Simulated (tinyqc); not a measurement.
Two-valley model of the transferred-electron effect: one step, computed by the program tinyqc.

Both kinds of valley share one electron temperature T_e, and each has a constant mobility.

Task: First two iterations. Density-of-states ratio R = Z (m2/m1)^(3/2); n2/n1 = R exp(-dE/(k_B T_e)); mean mobility mu = (mu1 + mu2 n2/n1)/(1 + n2/n1); energy balance e mu F^2 = (3/2) k_B (T_e - T)/tau_E; v = mu F. Fixed point from T_e = T: T_out = T + (2/3) e mu(T_e) F^2 tau_E/k_B, T_new = T_e + mixing (T_out - T_e); stop when |T_out - T_e| is below 1e-6 K.

Inputs (values chosen for the exercise, modelled on GaN): central-valley mass m1 = 0.2 m_0; satellite-valley mass m2 = 0.44 m_0; satellite valleys Z = 6; valley separation dE = 1.3 eV; central-valley mobility mu1 = 1000 cm^2/(V s); satellite-valley mobility mu2 = 64 cm^2/(V s); energy relaxation time tau_E = 0.074 ps; lattice temperature T = 300 K; electric field F = 180 kV/cm; mixing = 0.05.

Solver: damped fixed point.

Constants: k_B = 8.617333262e-05 eV/K.

Give: T_out of iteration 1; T_e after iteration 1; mu at that T_e; T_e after iteration 2.

Result:

T_out of iteration 1 = 18849 K

T_e after iteration 1 = 1227 K

mu at that T_e = 999.9 cm^2/(V s)

T_e after iteration 2 = 2108 K
